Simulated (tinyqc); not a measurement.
Optical transitions of a finite quantum well: sweeps and comparisons. A value that a table varies takes the place of the one given here.

Each carrier sees a square well of width L with its own depth V and masses m (inside), mb (outside); c = hbar^2/2m0, k = sqrt(m E/c), kappa = sqrt(mb (V - E)/c), and level n solves k L + 2 atan[(k/m)/(kappa/mb)] = n pi. The envelope is cos(kz) for odd n and sin(kz) for even n inside, joins exp(-kappa (|z| - L/2)) outside, and is normalised to 1. Excitons and band mixing are left out.

Constants: hbar^2/2m0 = 3.80998211 eV angstrom^2; e^2/(4 pi eps0) = 14.39964547 eV angstrom; hc = 1239.841984 eV nm.

Values chosen for the exercise (near those of a GaAs well in AlGaAs; the results hold for these values, not for the real material):

| symbol | value | unit | meaning |
|---|---|---|---|
| L | 139 | angstrom | well width |
| Vc | 0.162 | eV | conduction offset |
| me | 0.0675 | m0 | electron, well |
| meb | 0.0836 | m0 | electron, barrier |
| eps | 11.3 |  | background dielectric constant |
| Nss | (0.026, 0.065, 0.13, 0.26, 0.39, 0.52, 0.78) | x 1e12/cm^2 | sheet densities |
| Eg | 1.495 | eV | gap of the well |
| Vv | 0.091 | eV | valence offset |
| mh | 0.356 | m0 | heavy hole along z, well |
| mhb | 0.398 | m0 | heavy hole, barrier |
| ml | 0.0878 | m0 | light hole along z, well |
| mlb | 0.1055 | m0 | light hole, barrier |
| Ls | (33, 48, 64, 77, 100, 130, 193) | angstrom | widths |

## Depolarisation shift

The collective line lies at E12 sqrt(1 + a), a = 8 pi q (n1 - n2) S/(eps E12), q = e^2/(4 pi eps0), S = integral over z of (integral up to z of psi_1 psi_2)^2. Zero temperature with the mass me in both subbands: n1 - n2 = Ns until Ns reaches D E12, D = me/(2 pi c), and D E12 beyond. 1e12/cm^2 = 1e-4/angstrom^2; exchange and the static band bending by the charge are left out.

Line position:

| Ns (1e12/cm^2) | n1 - n2 | a | line (meV) | shift (meV) |
|---|---|---|---|---|
| 0.026 | 0.026 | 0.0171 | 50.22 | 0.42 |
| 0.065 | 0.065 | 0.0426 | 50.85 | 1.05 |
| 0.13 | 0.130 | 0.0853 | 51.88 | 2.08 |
| 0.26 | 0.260 | 0.1705 | 53.88 | 4.08 |
| 0.39 | 0.390 | 0.2558 | 55.81 | 6.01 |
| 0.52 | 0.520 | 0.3411 | 57.67 | 7.87 |
| 0.78 | 0.780 | 0.5116 | 61.23 | 11.43 |

S = 10.199 angstrom
E12 = 49.80 meV

The upward shift grows from 0.42 to 11.43 meV, 22.9 % of E12 at most. For small a the shift is a E12/2, linear in Ns; in the last row that rule gives 12.74 meV. S/L = 0.0734, against 5/(9 pi^2) = 0.0563 for hard walls.

## Width of the well

Edge wavelength hc/(Eg + e1 + hh1), squared e1-hh1 overlap, lh1 - hh1, and the 1-2 intersubband energy with f_12 = (m1/c) E12 z_12^2, 1/m1 = <1|1/m|1> (dash: e2 unbound).

Results:

| L (angstrom) | edge (nm) | overlap^2 | lh1 - hh1 (meV) | E12 (meV) | f_12 |
|---|---|---|---|---|---|
| 33 | 765.7 | 0.9204 | 25.7 | - | - |
| 48 | 783.7 | 0.9480 | 23.0 | - | - |
| 64 | 796.0 | 0.9639 | 19.1 | 110.1 | 0.643 |
| 77 | 802.8 | 0.9719 | 16.2 | 100.8 | 0.947 |
| 100 | 810.6 | 0.9807 | 12.3 | 77.4 | 0.986 |
| 130 | 816.6 | 0.9870 | 8.9 | 54.8 | 0.979 |
| 193 | 822.5 | 0.9931 | 5.1 | 30.0 | 0.968 |

The edge tunes from 766 to 823 nm, towards hc/Eg = 829 nm, while the overlap goes from 0.920 to 0.993. e2 binds at L = pi sqrt(c/(me Vc)) = 58.6 angstrom; f_12 starts from zero there and is 0.643 at 64 angstrom, the rest going to the continuum; among the widths listed it peaks at 0.986 (100 angstrom) and is 0.968 in the widest well, against 0.961 for hard walls.

## What each parameter does

Edge wavelength hc/(Eg + e1 + hh1), squared overlap of e1 and hh1, and the confinement energies. Each row changes one parameter from the base and keeps the others.

Results:

| case | edge (nm) | overlap^2 | e1 (meV) | hh1 (meV) |
|---|---|---|---|---|
| base | 817.8 | 0.9883 | 17.0 | 4.0 |
| L = 125 angstrom | 815.8 | 0.9862 | 20.0 | 4.8 |
| Eg = 1.525 eV | 801.9 | 0.9883 | 17.0 | 4.0 |
| Vc = 0.186 eV | 817.5 | 0.9915 | 17.6 | 4.0 |
| Vv = 0.109 eV | 817.8 | 0.9853 | 17.0 | 4.1 |
| me = 0.0743 m0 | 818.3 | 0.9912 | 16.1 | 4.0 |
| mh = 0.303 m0 | 817.6 | 0.9917 | 17.0 | 4.5 |
| meb = 0.1003 m0 | 818.2 | 0.9869 | 16.4 | 4.0 |

The largest shifts from the base row, up to three for each result and ties (the steps differ in size, so this ranks the rows, not the parameters). edge (nm): Eg -15.9, L -2.0, me +0.5; unchanged at the printed digits by Vv. overlap^2: mh +0.0034, Vc +0.0032, Vv -0.0030; unchanged at the printed digits by Eg. e1 (meV): L +3.0, me -0.9, meb -0.7; unchanged at the printed digits by Eg, Vv and mh. hh1 (meV): L +0.8, mh +0.5, Vv +0.1; unchanged at the printed digits by Eg, Vc, me and meb.

Program tinyqc; command `OMP_NUM_THREADS=1 python tinyqc.py 1252567 1252568 out.jsonl`; about 0.06 s on one thread of a shared Intel(R) Xeon(R) Processor @ 2.30GHz.
